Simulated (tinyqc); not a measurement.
Ballistic Schottky-barrier transistor with a one-dimensional channel, WKB contacts: two steps of the calculation.

Source Fermi level 0, drain Fermi level -Vd. Far from the contacts Ec = pn - psi, and the gate moves psi one to one; the band edges relax as exp(-x/lam) from pn at the source and pn - Vd at the drain; Ev = Ec - Eg. A carrier of energy w inside the channel band meets at a contact a barrier of height D (the contact edge beyond the channel edge): T = 1 for w >= D, else exp(-S), S = 4 lam sqrt(m/C) [sqrt(D - w) - sqrt(w) arctan sqrt((D - w)/w)], C = hbar^2/(2 m0). The two contacts combine as Ts Td/(Ts + Td - Ts Td).

Values chosen for this exercise; channel values close to those of a silicon nanowire with silicide contacts: temperature T = 350 K; band gap Eg = 1.12 eV; barrier for electrons at both contacts pn = 0.7 eV; hole mass mp = 0.25 m0; valleys or subbands g = 2; screening length at the contacts lam = 2.3 nm; drain bias Vd = 0.7 V; band shift psi of the channel by the gate ps = -0.41 V; energy of one carrier inside the channel band w0 = 0.26 eV; upper end of the grid wm = 1.3 eV; points of the grid nE = 13.

Constants: q = 1.602176634e-19 C, kB = 1.380649e-23 J/K, hbar = 1.054571817e-34 J s, h = 6.62607015e-34 J s, m0 = 9.1093837015e-31 kg, Vt = kB T/q, hbar^2/(2 m0) = 0.0380998212 eV nm^2. Results are converted to the units shown.

Problem 1. Transmission of one of the holes. S and T at both contacts for w = w0, and the tunnelling distance lam ln(D/w) at the higher barrier.

D for holes (eV): source 0.4100000, drain 1.1100000

Find: S at the source; S at the drain; combined T; tunnelling distance.

Solution 1.

S at the source = 1.321
S at the drain = 8.922
combined T = 1.333e-4
tunnelling distance = 3.338 nm

Problem 2. Current of the holes on a coarse grid. I = g (2 q^2/h) int T(w) [f(Es + w) - f(Ed + w)] dw, f(y) = 1/(1 + exp(y/Vt)). Electrons: Ds = psi, Dd = psi - Vd, Es = Ec, Ed = Ec + Vd. Holes: Ds = -psi, Dd = Vd - psi, Es = -Ev, Ed = -Ev - Vd. The size of each current is taken; both flow from drain to source and add. Simpson's rule on nE equally spaced w from 0 to wm.

Wanted: w; Ts; Td; T; size of the supply difference; current.

Solution 2.

```
point	w (eV)	Ts	Td	T	size of the supply difference
0	0.0000	2.7958e-7	1.6479e-11	1.6478e-11	0.58214
1	0.1083	0.0071032	9.5030e-7	9.5017e-7	0.98061
2	0.2167	0.12759	4.2626e-5	4.2614e-5	0.99946
3	0.3250	0.59475	5.7692e-4	5.7669e-4	0.99998
4	0.4333	1.0000	0.0041392	0.0041392	0.99980
5	0.5417	1.0000	0.019534	0.019534	0.99274
6	0.6500	1.0000	0.067525	0.067525	0.79022
7	0.7583	1.0000	0.18157	0.18157	0.094009
8	0.8667	1.0000	0.39261	0.39261	0.0028502
9	0.9750	1.0000	0.69114	0.69114	7.8731e-5
10	1.0833	1.0000	0.96936	0.96936	2.1689e-6
11	1.1917	1.0000	1.0000	1.0000	5.9747e-8
12	1.3000	1.0000	1.0000	1.0000	1.6458e-9
```

current = 1.4868 uA

Range of the model: No scattering, image-force lowering, channel charge or band-to-band tunnelling; parabolic kappa overstates S deep in the gap.

Program tinyqc, `OMP_NUM_THREADS=1 python tinyqc.py 2390012 2390013 out.jsonl`; Intel Xeon 2.30GHz, shared host, one thread, about 0.05 s.
